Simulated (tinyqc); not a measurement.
# On-chip interconnect, size-dependent resistivity and RC delay: course in time

A rectangular line between two neighbours and two ground planes. Surface and grain-boundary scattering are added to the bulk resistivity as corrections; capacitances are parallel-plate values without fringing; inductance is ignored.

5 equal pi sections: series Rs = r Lw/5; node capacitances c Lw/5, halved at nodes 0 and 5, with Cl added to node 5; Rd feeds node 0. Elmore delay of node k: the sum, over the resistors on the path to k, of resistance times all capacitance downstream of it.

A 1 V step is applied behind Rd at t = 0. C dv/dt = -G v + b, with G the conductance matrix of the ladder (1/Rs between neighbours, 1/Rd added at node 0) and b = (1 V/Rd, 0, ...). Trapezoidal step: (C/dt + G/2) v(new) = (C/dt - G/2) v + b. The last column solves the same ladder exactly by its modes.

Inputs (values chosen for the exercise): driver resistance Rd = 7100 ohm; time step dt = 2.6 ps.

Rs = 15.8881 ohm

```
node,C (fF)
0,0.148812
1,0.297624
2,0.297624
3,0.297624
4,0.297624
5,0.225812
```

Voltages (V):
```
t (ps),node 0,node 2,node 5,"node 5, exact"
2.600,0.2156,0.2092,0.2053,0.2063
5.200,0.3726,0.3738,0.3746,0.3713
7.800,0.5102,0.5050,0.5018,0.5020
10.40,0.6059,0.6079,0.6090,0.6056
13.00,0.6946,0.6901,0.6875,0.6876
15.60,0.7520,0.7545,0.7558,0.7525
18.20,0.8101,0.8060,0.8038,0.8040
20.80,0.8435,0.8462,0.8477,0.8447
23.40,0.8823,0.8786,0.8766,0.8770
26.00,0.9008,0.9037,0.9052,0.9026
28.60,0.9275,0.9240,0.9222,0.9228
31.20,0.9367,0.9397,0.9411,0.9389
```

What do the numbers show?

The far end of the ladder reaches 0.5 V at 7.754 ps, 0.694 of its Elmore delay (ln 2 = 0.693 for a single pole); the slowest mode has a time constant of 11.16 ps. The largest error of the trapezoidal steps at that node is 3.5 mV.

Computed by the program tinyqc: `OMP_NUM_THREADS=1 python tinyqc.py 2100004 2100005 out.jsonl`, one thread of a shared Intel Xeon 2.30GHz, about 0.01 s for the whole run.
